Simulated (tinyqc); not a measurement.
Hole subbands of a hard-walled well, four-band Luttinger model, step by step. Values are carried at full precision from step to step, so a last printed digit may differ when a step is redone from the rounded ones.

Constants: hbar^2/2m0 = 3.80998211 eV angstrom^2.

Inputs chosen for the exercise (near those of GaAs; not measured data): g1 = 6.9 (Luttinger gamma1); g2 = 2.05 (gamma2); L = 95 angstrom (well width along [001]); Zs = 0 eV (shear strain energy); g3 = 2.94 (gamma3); k = 0.0353 1/angstrom (wave vector in the plane); N = 2 (sines for each component); kmax = 0.079 1/angstrom (end of the path).

## Levels at k = 0

R and S vanish: HHn = c (g1 - 2 g2)(n pi/L)^2 - Zs and LHn = c (g1 + 2 g2)(n pi/L)^2 + Zs, c = hbar^2/2m0, hole energies counted downwards. Sort HH1 to HH4 and LH1, LH2.

Levels:

| subband | E (eV) |
|---|---|
| HH1 | 0.0117 |
| LH1 | 0.0458 |
| HH2 | 0.0467 |
| HH3 | 0.1050 |
| LH2 | 0.1833 |
| HH4 | 0.1867 |

The top subband is HH1, 34.2 meV from LH1.

## The matrix at one k

Hole energies are counted downwards from the unstrained band edge, c = hbar^2/2m0. After the usual block transformation one block is H = [[P + Q - Zs, R - i S], [R + i S, P - Q + Zs]] in (heavy, light), with P +/- Q = c [(g1 +/- g2) k^2 + (g1 -/+ 2 g2) kz^2], R = sqrt(3) c gR k^2, S = 2 sqrt(3) c g3 k kz, kz = -i d/dz; axial approximation gR = (g2 + g3)/2. Zs = b (e_par - e_perp) is the shear part of the strain (the hydrostatic part shifts all levels alike and is left out). Basis sqrt(2/L) sin(n pi z/L), n = 1 to N, for each component: kz^2 gives (n pi/L)^2 and the heavy-light block is R delta_nm - 2 sqrt(3) c g3 k D_nm with D_nm = 4 n m/(L (n^2 - m^2)) for n + m odd, 0 otherwise. The other block has the same levels. The split-off band is left out.

Fill in the 2N x 2N matrix, in meV.

H(k) (meV), lower triangle:
```
       h1      h2     l1      l2
h1  54.16
h2      0   89.16
l1  20.52  -38.45  68.86
l2  38.45   20.52      0  206.35
```

## Levels and mixing

Diagonalise; give the four lowest hole energies and the weight of the heavy component (the first half of the basis) in each.

levels (meV): 27.14  52.11  120.67  218.61

heavy weight: 0.550  0.785  0.590  0.074

The most mixed of the four is number 1, with 55 % heavy character. Against 60 sines these levels lie 2.9, 7.6, 24.8 and 112.6 meV too high: the small basis is not converged.

## Dispersion in the plane

N = 20, nine points from 0 to kmax.

Hole energies (meV):

| k (1/angstrom) | E1 | E2 | E3 | E4 | heavy weight of 1 | heavy weight of 2 |
|---|---|---|---|---|---|---|
| 0.0000 | 11.67 | 45.83 | 46.67 | 105.00 | 1.000 | 0.000 |
| 0.0099 | 14.19 | 37.50 | 58.90 | 102.52 | 0.993 | 0.470 |
| 0.0198 | 20.10 | 33.90 | 75.07 | 97.74 | 0.905 | 0.543 |
| 0.0296 | 23.45 | 39.17 | 94.16 | 95.08 | 0.629 | 0.771 |
| 0.0395 | 25.01 | 48.25 | 97.70 | 115.12 | 0.511 | 0.785 |
| 0.0494 | 28.20 | 54.46 | 104.33 | 136.63 | 0.464 | 0.702 |
| 0.0592 | 33.56 | 58.54 | 109.78 | 156.70 | 0.435 | 0.629 |
| 0.0691 | 41.06 | 62.83 | 112.99 | 171.67 | 0.415 | 0.579 |
| 0.0790 | 50.60 | 68.52 | 115.73 | 180.28 | 0.399 | 0.543 |

At small k the hole energy falls in subbands 2 and 4: an electron-like mass, caused by repulsion from a deeper subband. E2 - E1 is smallest, 13.8 meV, at k = 0.0198 of the points listed. The top subband goes from 1.00 to 0.40 in heavy weight.

## Mass of HH1 in the plane

Second order in k: 1/m = g1 + g2 - sum_n 12 c g3^2 D_1n^2/(LHn - HH1) over even n up to 60, with D_1n = 4n/(L (n^2 - 1)) in size, LHn - HH1 = c [(g1 + 2 g2) n^2 - (g1 - 2 g2)](pi/L)^2 + 2 Zs, c = hbar^2/2m0.

LHn - HH1 for n = 2, 4, 6 (meV): 171.7  721.6  1638.3
terms for n = 2, 4, 6: 1.8139  0.0690  0.0126
sum of all terms = 1.9028
mass without mixing, 1/(g1 + g2) = 0.1117 m0
1/m with mixing = 7.0472 1/m0

Mixing with the light holes takes m from 0.112 to 0.142 m0.

## Checks

- 1/m of HH1 from the full matrix (N = 60) at small k against second order: both 7.047.
- The 2 x 2 block with gR = g2 (k along [100]) for a plane wave (k, 0, pi/L) against the bulk heavy-hole formula, eV: both 0.01262.
- Lowest level at the given k on a real-space grid of 240 points against 60 sines, eV: both 0.0242.

Computed by tinyqc, a small Python program: `OMP_NUM_THREADS=1 python tinyqc.py 1281932 1281933 out.jsonl` (the numbers bound the seed that draws the inputs); one thread of a shared host (Intel(R) Xeon(R) Processor @ 2.30GHz), about 0.1 s for the whole set of steps.
